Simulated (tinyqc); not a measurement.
Worked calculation: CCSD on RHF in the sto-3g basis, for H3-, spin multiplicity 1. The basis has no diffuse functions, so it cannot describe the extra electron: this is an exercise in the method, not the real anion. Computed by tinyqc, a small Python program that keeps every step (integrals from PySCF). Settings: charge = -1, multiplicity = 1, basis = sto-3g, method = RHF, energy threshold = 1e-10, iteration cap = 58, orthogonalisation = symmetric, start = Wolfsberg-Helmholz matrix, DIIS depth = 6, amplitude equations = CCSD, DIIS depth for amplitudes = 4, cap on updates = 88. Command: `OMP_NUM_THREADS=1 python tinyqc.py 27978 27979 out.jsonl` (the two numbers bound the seeds that draw the settings). One thread of a shared host (Intel(R) Xeon(R) Processor @ 2.60GHz), about 0.2 s of CPU time with the checks. The early iterations of the SCF are left out here.

## One-electron integrals

Geometry (angstrom):
```
atom       x       y        z
H     0.0000  0.0000   0.0000
H     0.0000  0.0000   0.8830
H     0.0000  0.0000  -0.8830
```

Basis sto-3g: exponents (1/bohr^2) and contraction coefficients of normalised primitives:
```
element  l (shell)  exponent  coefficient
H            s (1)    3.4253       0.1543
H            s (1)    0.6239       0.5353
H            s (1)    0.1689       0.4446
```

Overlap, kinetic and nuclear-attraction integrals over the contracted functions; the nuclear repulsion is the sum of Za Zb / Rab.

nuclear repulsion = 1.498237 hartree

overlap S:
```
        1H 1s   2H 1s   3H 1s
1H 1s  1.0000  0.5678  0.5678
2H 1s  0.5678  1.0000  0.1730
3H 1s  0.5678  0.1730  1.0000
```

kinetic energy T (hartree):
```
        1H 1s    2H 1s    3H 1s
1H 1s  0.7600   0.1606   0.1606
2H 1s  0.1606   0.7600  -0.0051
3H 1s  0.1606  -0.0051   0.7600
```

nuclear attraction V (hartree):
```
         1H 1s    2H 1s    3H 1s
1H 1s  -2.3669  -1.1893  -1.1893
2H 1s  -1.1893  -2.0960  -0.3355
3H 1s  -1.1893  -0.3355  -2.0960
```

core Hamiltonian H = T + V (hartree):
```
         1H 1s    2H 1s    3H 1s
1H 1s  -1.6069  -1.0287  -1.0287
2H 1s  -1.0287  -1.3360  -0.3407
3H 1s  -1.0287  -0.3407  -1.3360
```

## Two-electron integrals

Functions are numbered as in S; the eight-fold symmetry (ij|kl) = (ji|kl) = (kl|ij) leaves the list below.

Two-electron integrals (ij|kl) in chemists' order, unique and non-zero (hartree):
```
(11|11) 0.7746   (21|11) 0.3666   (21|21) 0.2127   (22|11) 0.5178
(22|21) 0.3666   (22|22) 0.7746   (31|11) 0.3666   (31|21) 0.1618
(31|22) 0.2202   (31|31) 0.2127   (32|11) 0.1060   (32|21) 0.0547
(32|22) 0.0862   (32|31) 0.0547   (32|32) 0.0161   (33|11) 0.5178
(33|21) 0.2202   (33|22) 0.2973   (33|31) 0.3666   (33|32) 0.0862
(33|33) 0.7746
```

## Orthogonalisation

S = U s U^T; symmetric (Loewdin) form X = U s^(-1/2) U^T, so that X^T S X = 1.

eigenvalues of S: 0.2788  0.8270  1.8941

X:
```
         1H 1s    2H 1s    3H 1s
1H 1s   1.3727  -0.4103  -0.4103
2H 1s  -0.4103   1.1737   0.0741
3H 1s  -0.4103   0.0741   1.1737
```

## Iteration 6 (converged): orbitals

converged F (hartree):
```
         1H 1s    2H 1s    3H 1s
1H 1s   0.0374  -0.2587  -0.2587
2H 1s  -0.2587   0.0750  -0.1056
3H 1s  -0.2587  -0.1056   0.0750
```

Diagonalise F' = X^T F X, C = X C', fill 2 alpha and 2 beta electrons from the bottom; D = 2 C_occ C_occ^T. Each column has its largest component positive (the first on a tie).

F' = X^T F X (hartree):
```
         1        2        3
1   0.6430  -0.5356  -0.5356
2  -0.5356   0.3566   0.1382
3  -0.5356   0.1382   0.3566
```

orbital energies (hartree): MO1 -0.1922, MO2 0.2184, MO3 1.3301

coefficients C:
```
          MO1      MO2      MO3
1H 1s  0.4924   0.0000   1.4066
2H 1s  0.3779   0.7775  -0.8967
3H 1s  0.3779  -0.7775  -0.8967
```

D after iteration 6:
```
        1H 1s    2H 1s    3H 1s
1H 1s  0.4849   0.3721   0.3721
2H 1s  0.3721   1.4947  -0.9235
3H 1s  0.3721  -0.9235   1.4947
```

## Convergence

Stop when the energy changes by less than 1e-10 hartree and every element of the error matrix X^T (F D S - S D F) X is below 3e-06.

Course of the cycle:
```
iteration  E (hartree)     change  largest element of the error matrix
1            -1.304155          -                             1.08e-01
2            -1.312849  -8.69e-03                             1.47e-02
3            -1.313015  -1.65e-04                             1.17e-05
4            -1.313015  -8.62e-11                             4.97e-06
5            -1.313015  -1.12e-11                             3.15e-06
6            -1.313015  -3.50e-12                             2.31e-06
```

PySCF RHF in the same basis = -1.313015 hartree

Converged in 6 iterations.

## Integrals over molecular orbitals

(pq|rs) = sum C_ip C_jq C_kr C_ls (ij|kl), one index at a time.

one-electron integrals over orbitals h = C^T H C (hartree):
```
         1        2        3
1  -1.6340   0.0000  -0.1620
2   0.0000  -1.2035   0.0000
3  -0.1620   0.0000  -0.6857
```

Two-electron integrals over orbitals (pq|rs), unique and non-zero (hartree):
```
(11|11) 0.5749    (21|21) 0.1632    (22|11) 0.5150    (22|22) 0.5551
(31|11) 0.0832    (31|22) -0.0291   (31|31) 0.1313    (32|21) -0.1370
(32|32) 0.1390    (33|11) 0.6032    (33|22) 0.5398    (33|31) 0.1008
(33|33) 0.6726
```

## CCSD: starting amplitudes

t_ij^ab = <ij||ab> / (e_i + e_j - e_a - e_b), whose energy is MP2.

Starting amplitudes (spin orbitals 1a, 1b, ...; amplitudes related by a flip of all spins are not repeated):
```
from      to        t
2a 2b  3a 3b  -0.0625
1a 1b  3a 3b  -0.0431
```

correlation energy = -0.014349 hartree

## CCSD: amplitude update 1

t_i^a D_i^a and t_ij^ab D_ij^ab are set to the remaining terms of the spin-orbital equations, evaluated with the old amplitudes; for the doubles these are <ij||ab> + 1/2 <ab||ef> t_ij^ef + 1/2 <mn||ij> t_mn^ab + P(ij)P(ab) <mb||ej> t_im^ae + terms in t^2 + terms with t1, D the orbital-energy denominators.

Amplitudes after update 1 (spin orbitals 1a, 1b, ...; amplitudes related by a flip of all spins are not repeated):
```
from      to        t
2a 2b  3a 3b  -0.0773
1a 1b  3a 3b  -0.0524
1a        3a   0.0061
```

correlation energy = -0.017614 hartree

## CCSD: amplitude update 2

As before.

Amplitudes after update 2 (spin orbitals 1a, 1b, ...; amplitudes related by a flip of all spins are not repeated):
```
from      to        t
2a 2b  3a 3b  -0.0815
1a 1b  3a 3b  -0.0543
1a        3a   0.0089
```

correlation energy = -0.018453 hartree

## CCSD: amplitude update 3

t_i^a D_i^a and t_ij^ab D_ij^ab are set to the remaining terms of the spin-orbital equations, evaluated with the old amplitudes; for the doubles these are <ij||ab> + 1/2 <ab||ef> t_ij^ef + 1/2 <mn||ij> t_mn^ab + P(ij)P(ab) <mb||ej> t_im^ae + terms in t^2 + terms with t1, D the orbital-energy denominators. DIIS then mixes the stored amplitudes.

DIIS coefficients: -0.4422  1.4422

Amplitudes after update 3 (spin orbitals 1a, 1b, ...; amplitudes related by a flip of all spins are not repeated):
```
from      to        t
2a 2b  3a 3b  -0.0835
1a 1b  3a 3b  -0.0549
1a        3a   0.0103
```

correlation energy = -0.018796 hartree

## CCSD: convergence

E_corr = 1/4 sum <ij||ab> t_ij^ab + 1/2 sum <ij||ab> t_i^a t_j^b; stop when the norm of the change is below 1e-8.

Course of the amplitude iterations:
```
update  correlation energy (hartree)  norm of the change
0                          -0.014349                   -
1                          -0.017614            3.60e-02
2                          -0.018453            1.01e-02
3                          -0.018796            3.17e-03
4                          -0.018798            2.57e-04
5                          -0.018797            1.70e-05
6                          -0.018797            1.31e-07
7                          -0.018797            1.07e-11
```

Converged amplitudes (spin orbitals 1a, 1b, ...; amplitudes related by a flip of all spins are not repeated):
```
from      to        t
2a 2b  3a 3b  -0.0836
1a 1b  3a 3b  -0.0547
1a        3a   0.0103
```

CCSD total energy = -1.331812 hartree

T1 diagnostic, norm of the one-spin t1 over sqrt(correlated electrons) = 0.0052

Converged in 7 updates, with DIIS from the third.
